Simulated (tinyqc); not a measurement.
Worked calculation: UHF in the sto-6g basis, for Li, spin multiplicity 2. One step of it, computed by the program tinyqc.

Question. Iteration 3: DIIS coefficients. Solve [B -1; -1 0][c; lambda] = [0; -1] for the coefficients, which sum to one.

B (overlaps of the stored error matrices):
```
               1              2              3
1  2.8383694e-02  9.1032864e-03  1.8206573e-03
2  9.1032864e-03  2.9196279e-03  5.8392557e-04
3  1.8206573e-03  5.8392557e-04  1.1678511e-04
```

Give: DIIS coefficients.

Answer.

DIIS coefficients: -0.1981  0.4724  0.7257
